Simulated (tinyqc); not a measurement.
# CMOS inverter, nodal equation and switching: what changes with what

An n-channel pull-down (bn, VTn) and a p-channel pull-up (bp, VTp) share the input Vin and the output node Vout, which carries the load C. Transistor (EKV form, voltages against the body): I = 2 n b Vt^2 [F(vp - Vs) - F(vp - Vd)] from drain to source, F(v) = ln^2(1 + exp(v/(2 Vt))), vp = (Vg - VT + sg |Vd - Vs|)/n. n-channel bodies are at 0; for the p-channel device all voltages are counted down from Vdd. b in uA/V^2 gives I in uA. Static: In = Ip. Transient: C dVout/dt = Ip - In. No velocity saturation, no gate capacitance beyond C.

Inputs (values chosen for the exercise):
- T = 350 K (temperature)
- Vdd = 0.5 V (supply voltage)
- n = 1.27 (slope factor)
- sg = 0.051 (drain-induced barrier lowering)
- VTn = 0.32 V (n-channel threshold)
- VTp = 0.44 V (p-channel threshold (magnitude))
- bn = 300 uA/V^2 (gain factor of the pull-down transistor)
- bp = 300 uA/V^2 (gain factor of the pull-up transistor)
- C = 2.9 fF (load capacitance)

Constants: q = 1.602176634e-19 C, kB = 1.380649e-23 J/K, Vt = kB T/q. Results are converted to the units shown.

Each table varies one quantity; the others keep the values above.

## Effect of the slope factor

VM solves In = Ip with Vin = Vout; VIL and VIH are the inputs of gain -1, NML = VIL - Vout(VIH), NMH = Vout(VIL) - VIH. For a step input the delay to Vdd/2 is tHL = C times the integral of dV/(In - Ip) from Vdd/2 to Vdd at Vin = Vdd, and tLH likewise with Ip - In from 0 to Vdd/2 at Vin = 0.

Results:
```
n    VM (V)  gain at VM  NML (V)  NMH (V)  tHL (ps)  tLH (ps)
1    0.1929      -19.22   0.1470   0.2670     119.6     554.2
1.1  0.1929      -19.16   0.1450   0.2650     130.1     569.8
1.2  0.1929      -19.11   0.1430   0.2630     140.1     580.7
1.3  0.1930      -19.05   0.1411   0.2611     149.6     587.7
1.5  0.1930      -18.93   0.1375   0.2575     166.8     593.2
1.6  0.1930      -18.87   0.1358   0.2558     174.4     592.8
```

Estimate the missing row, n = 1.4.

Computed row:
```
n    VM (V)  gain at VM  NML (V)  NMH (V)  tHL (ps)  tLH (ps)
1.4  0.1930      -18.99   0.1393   0.2593     158.5     591.7
```

With this row back in the table: As n goes from 1 to 1.6, VM stays near 0.193 V, the size of the gain falls from 19.2 to 18.9, tHL rises from 120 to 174 ps and tLH rises from 554 to 593 ps. The smaller margin is largest, 0.147 V, at n = 1 among the rows.

## Effect of the drain-induced barrier lowering

Same model as above.

Results:
```
sg    VM (V)  gain at VM  NML (V)  NMH (V)  tHL (ps)  tLH (ps)
0.01  0.1906      -86.97   0.1516   0.2716     169.4     734.6
0.04  0.1923      -24.12   0.1443   0.2643     152.4     621.7
0.07  0.1940      -14.00   0.1370   0.2570     137.8     530.3
0.1   0.1955      -9.863   0.1297   0.2497     125.2     455.8
0.13  0.1969      -7.612   0.1225   0.2425     114.1     394.6
0.19  0.1996      -5.226   0.1079   0.2279     95.96     301.5
0.22  0.2009      -4.518   0.1006   0.2206     88.44     266.0
```

Estimate the missing row, sg = 0.16.

Computed row:
```
sg    VM (V)  gain at VM  NML (V)  NMH (V)  tHL (ps)  tLH (ps)
0.16  0.1983      -6.198   0.1152   0.2352     104.5     343.8
```

With this row back in the table: As sg goes from 0.01 to 0.22, VM rises from 0.191 to 0.201 V, the size of the gain falls from 87.0 to 4.52, tHL falls from 169 to 88.4 ps and tLH falls from 735 to 266 ps. The smaller margin is largest, 0.152 V, at sg = 0.01 among the rows. Barrier lowering gives both transistors an output conductance, which caps the gain.

tinyqc, about 0.04 s, one thread, Intel Xeon 2.30GHz (shared host): `OMP_NUM_THREADS=1 python tinyqc.py 2340002 2340003 out.jsonl`
